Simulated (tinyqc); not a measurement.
Inside a calculation. Model: single-oscillator infrared dielectric function of a polar cubic crystal. Computed by tinyqc, a small Python program that keeps every step. Command: `OMP_NUM_THREADS=1 python tinyqc.py 3014261 3014262 out.jsonl infrared walk`. One thread of a shared host (Intel(R) Xeon(R) Processor @ 2.30GHz), about 0.01 s of CPU time with the checks. Intermediate numbers are printed to about 5 digits and carried at full precision; extremes and crossings named in words are read from the listed rows.

One ion pair, charges +Z* and -Z*, in a cell of volume Omega = a^3/4. Frequencies omega are given as wavenumbers (1/cm); eps_s is the static dielectric constant.

Inputs (values chosen for the exercise, modelled on cadmium telluride):
```
quantity                     value        unit
lattice constant a            6.48    angstrom
mass M_A                    112.41           u
mass M_B                     127.6           u
omega_TO                       141        1/cm
Born charge Z*                2.37           e
eps_inf                        7.3           -
phonon damping gamma           6.3        1/cm
probe frequency / omega_TO    1.33           -
carrier density N            5e+18      1/cm^3
carrier mass m*                0.1         m_0
carrier mobility               260  cm^2/(V s)
```

Structure: zinc blende. Free carriers: present.

Constants: nu for 1 eV/(angstrom^2 u) = 15.6333042 THz; 1 THz = 33.35640952 1/cm; e^2/(4 pi eps_0) = 14.39964548 eV angstrom; e = 1.602176634e-19 C; eps_0 = 8.8541878128e-12 F/m; m_0 = 9.1093837015e-31 kg; c = 299792458 m/s.

## LO frequency and static constant from the Born charge

mu = M_A M_B/(M_A + M_B); ionic plasma term W^2 = 4 pi Z*^2 (e^2/(4 pi eps_0))/(Omega mu) in eV/(angstrom^2 u), turned into 1/cm by W = 15.6333042 x 33.35640952 x sqrt(W^2); omega_LO^2 = omega_TO^2 + W^2/eps_inf; eps_s = eps_inf + W^2/omega_TO^2; Szigeti charge 3 Z*/(eps_inf + 2); longitudinal (Callen) charge Z*/eps_inf.

reduced mass mu = 59.762 u

W = 260.74 1/cm

omega_LO = 170.86 1/cm

eps_s = 10.720

Szigeti charge = 0.76452 e

Callen charge = 0.32466 e

omega_LO/omega_TO = 1.212; the ions supply 32 % of eps_s.

## Plasma frequency and its damping

omega_p^2 = N e^2/(eps_0 eps_inf m*), gamma_p = e/(m* x mobility), both divided by 2 pi c (c in cm/s) to give 1/cm. m* is held constant, though in narrow-gap crystals it rises with N at high doping.

omega_p = 783.82 1/cm

gamma_p = 359.13 1/cm

## Coupled plasmon-LO modes

Without damping eps(omega) = 0 gives omega^4 - (omega_LO^2 + omega_p^2) omega^2 + omega_p^2 omega_TO^2 = 0, with roots L- and L+.

lower coupled mode L- = 139.91 1/cm

upper coupled mode L+ = 789.93 1/cm

With omega_p well above omega_LO, the carriers screen the ionic field: L- approaches omega_TO and L+ is plasmon-like.

## Coupled modes against carrier density

omega_p^2 = N e^2/(eps_0 eps_inf m*), divided by 2 pi c; the limits are omega_p sqrt(eps_inf/eps_s) for L- at small N and omega_p for L+ at large N.

Frequencies (1/cm):
```
N (1/cm^3)  omega_p      L-      L+  omega_p sqrt(eps_inf/eps_s)
1.00e+16       35.1   28.73   172.0                         28.9
3.00e+16       60.7   49.04   174.6                         50.1
1.00e+17      110.8   84.30   185.4                         91.5
3.00e+17      192.0  118.77   227.9                        158.4
1.00e+18      350.5  135.11   365.8                        289.3
3.00e+18      607.1  139.16   615.2                        501.0
1.00e+19     1108.5  140.46  1112.7                        914.7
3.00e+19     1920.0  140.82  1922.4                       1584.4
```

L+ starts at 172.0 (omega_LO = 170.9) and L- ends at 140.8 (omega_TO = 141.0); neither enters the band between omega_TO and omega_LO. omega_p passes omega_LO between N = 1e17 and 3e17 per cm^3, where the modes repel each other. At the lowest N, L- is 0.993 of the plasmon screened by eps_s.

## Optical constants at the probe frequency

eps(omega) = eps_inf + W^2/(omega_TO^2 - omega^2 - i gamma omega) - eps_inf omega_p^2/(omega^2 + i gamma_p omega); n + i k = sqrt(eps) with k >= 0; R = |(n + i k - 1)/(n + i k + 1)|^2 at normal incidence from vacuum. omega is the probe ratio times omega_TO. Intensity decays over 1/(4 pi omega k); the loss function is Im(-1/eps).

omega = 187.53 1/cm

Re eps = -24.445

Im eps = 52.667

n = 4.0999

k = 6.4230

reflectivity R = 0.75619

penetration depth of the intensity = 0.66067 micrometre

loss function = 0.015622

Re eps is negative: the wave is evanescent and the crystal reflects like a metal.

## Spectrum around the optical phonon

The loss function is Im(-1/eps).

Spectrum:
```
omega (1/cm)   Re eps  Im eps        R  Im(-1/eps)
70.5          -21.628  170.70  0.81781   0.0057656
120           -11.809  95.296  0.76404    0.010335
137            15.098  109.19  0.75080   0.0089866
141           -22.830  153.28  0.81122   0.0063826
148           -50.145  84.906  0.82010   0.0087320
156           -36.507  70.556  0.79341    0.011180
165           -30.489  63.779  0.77766    0.012763
171           -28.216  60.359  0.77053    0.013596
174           -27.331  58.809  0.76749    0.013984
181           -25.668  55.484  0.76126    0.014846
196           -23.145  49.336  0.75026    0.016613
256           -17.245  32.399  0.71606    0.024051
427           -7.5253  12.124  0.61223    0.059542
```

R peaks among these rows at 148 per cm with 0.82 and is lowest, 0.612, at 427; far above omega_LO it tends to ((sqrt(eps_inf) - 1)/(sqrt(eps_inf) + 1))^2 = 0.211. Im eps is largest at 70.5 and the loss function at 427; the free carriers add absorption and shift the longitudinal modes. Re eps is negative in some rows, where R averages 0.76.

Checks made by the program: Lyddane-Sachs-Teller relation eps_s/eps_inf = (omega_LO/omega_TO)^2 (relative difference below 1e-10); L- L+ = omega_p omega_TO (relative difference below 1e-10).
